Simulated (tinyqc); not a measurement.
p-n diode with diffusion and depletion-layer recombination: two steps of the calculation.

Abrupt junction in the depletion approximation, low injection, full ionisation, neutral widths fixed, ohmic contact on the p side. Vj is the junction voltage; where a series resistance Rs is given, V = Vj + J Rs is the terminal voltage.

Values chosen for this exercise; band and dielectric values close to those of In0.53Ga0.47As: temperature T = 325 K; band gap Eg = 0.747 eV; relative permittivity eps_r = 14.1; conduction-band density of states at T Nc = 2.39e17 cm^-3; valence-band density of states at T Nv = 8.66e18 cm^-3; acceptor density Na = 3.1e17 cm^-3; donor density Nd = 2.2e15 cm^-3; electron lifetime tn = 1e-6 s; hole lifetime tp = 2e-8 s; series resistance Rs = 0.012 ohm cm^2; trap level above the intrinsic level Et = 0 eV; junction voltage at which recombination is evaluated Vj = 0.27 V; terminal voltage V = 0.38 V.

Constants: q = 1.602176634e-19 C, kB = 1.380649e-23 J/K, Vt = kB T/q, eps0 = 8.8541878128e-14 F/cm where lengths are in cm. Results are converted to the units shown.

Question 1. Recombination in the depleted layer. ni = sqrt(Nc Nv) exp(-Eg/(2 Vt)), Eg in volts. Vbi = Vt ln(Na Nd/ni^2), W = sqrt(2 eps0 eps_r (Vbi - Vj)(1/Na + 1/Nd)/q), xp = W Nd/(Na + Nd), xn = W Na/(Na + Nd); u(x) = q Na (x + xp)^2/(2 eps0 eps_r) for x < 0 and Vbi - Vj - q Nd (xn - x)^2/(2 eps0 eps_r) for x > 0; p = Na exp(-u/Vt), n = Nd exp((u - Vbi + Vj)/Vt); U = ni^2 (exp(Vj/Vt) - 1)/(tp (n + ni exp(Et/Vt)) + tn (p + ni exp(-Et/Vt))); J_scr = q times the integral of U from -xp to xn. Trapezoid rule on 15 equal steps.

Give: W; x; u; n; p; U; J_scr.

Answer 1.

W = 424.38 nm

| point | x (nm) | u (V) | n (cm^-3) | p (cm^-3) | U (cm^-3 s^-1) |
|---|---|---|---|---|---|
| 0 | -2.99 | 0.00000 | 2.6774e11 | 3.1000e17 | 2.6772e17 |
| 1 | 25.30 | 0.03098 | 8.0923e11 | 1.0257e17 | 8.0916e17 |
| 2 | 53.59 | 0.06149 | 2.4053e12 | 3.4506e16 | 2.4050e18 |
| 3 | 81.89 | 0.08973 | 6.5952e12 | 1.2585e16 | 6.5934e18 |
| 4 | 110.18 | 0.11572 | 1.6682e13 | 4.9755e15 | 1.6671e19 |
| 5 | 138.47 | 0.13945 | 3.8923e13 | 2.1324e15 | 3.8863e19 |
| 6 | 166.76 | 0.16092 | 8.3777e13 | 9.9071e14 | 8.3431e19 |
| 7 | 195.05 | 0.18013 | 1.6634e14 | 4.9896e14 | 1.6445e20 |
| 8 | 223.34 | 0.19708 | 3.0467e14 | 2.7242e14 | 2.9547e20 |
| 9 | 251.64 | 0.21177 | 5.1478e14 | 1.6123e14 | 4.7726e20 |
| 10 | 279.93 | 0.22420 | 8.0236e14 | 1.0344e14 | 6.8105e20 |
| 11 | 308.22 | 0.23437 | 1.1536e15 | 7.1946e13 | 8.5219e20 |
| 12 | 336.51 | 0.24228 | 1.5301e15 | 5.4244e13 | 9.5159e20 |
| 13 | 364.80 | 0.24793 | 1.8721e15 | 4.4334e13 | 9.8630e20 |
| 14 | 393.10 | 0.25132 | 2.1130e15 | 3.9280e13 | 9.8908e20 |
| 15 | 421.39 | 0.25245 | 2.2000e15 | 3.7727e13 | 9.8688e20 |

J_scr = 0.0027377 A/cm^2

Question 2. New Vj. Diffusion current alone: J = J0 (exp(Vj/Vt) - 1), g = Vj + J Rs - V, g' = 1 + Rs J0 exp(Vj/Vt)/Vt, Vj(new) = Vj - g/g'.

Vj after iteration 1 = 0.39468807 V
J0 = J0n + J0p = 8.4935544e-6 A/cm^2

Find: J; g; g'; Vj after iteration 2.

Answer 2.

J = 11.21 A/cm^2
g = 0.1492 V
g' = 5.802
Vj after iteration 2 = 0.3690 V

Numbers from tinyqc (`OMP_NUM_THREADS=1 python tinyqc.py 2260017 2260018 out.jsonl`; about 0.01 s on one thread of a shared Intel Xeon 2.30GHz).
